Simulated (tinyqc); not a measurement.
# Convergence with the mesh in the empty well

In an empty well of width L and depth Vb, level k solves kw L/2 = (k - 1) pi/2 + arctan(sqrt((mw/mb)(Vb - E)/E)) with kw = sqrt(mw E/C), C = hbar^2/(2 m0). Mesh: N intervals across the well, hz = L/N, nodes at (i + 1/2) hz from an edge, mass (mw + mb)/2 on the interval that holds an interface, walls 3 L outside the edges; H_ii = C (1/m_(i-1/2) + 1/m_(i+1/2))/hz^2 + V_i, H_(i,i+1) = -C/(m_(i+1/2) hz^2). No field, no charge.

Inputs (values chosen for the exercise); material values close to those of In0.53Ga0.47As in InAlAs:
- mw = 0.0419 m0 (mass along z in the well)
- mb = 0.0737 m0 (mass along z in the barriers)
- Vb = 0.505 eV (barrier height)
- L = 6.57 nm (well width)

Constants: q = 1.602176634e-19 C, hbar = 1.054571817e-34 J s, m0 = 9.1093837015e-31 kg, hbar^2/(2 m0) = 0.0380998212 eV nm^2. Results are converted to the units shown.

The same in every row: exact E1 (meV) = 88.19.

Results:
```
N	E1 on the mesh (meV)	error (%)
4	74.96	-15.0
16	87.17	-1.15
32	87.93	-0.292
64	88.12	-0.0733
128	88.17	-0.0183
```

Estimate the missing row, N = 8.

Computed row:
```
N	E1 on the mesh (meV)	error (%)
8	84.30	-4.41
```

With this row back in the table: The error goes from -15 % to -0.018 %; between N = 32 and 64 it shrinks by a factor of 4.0, the 4 of a second-order scheme.

tinyqc, about 0.2 s, one thread, Intel Xeon 2.30GHz (shared host): `OMP_NUM_THREADS=1 python tinyqc.py 2140016 2140017 out.jsonl`
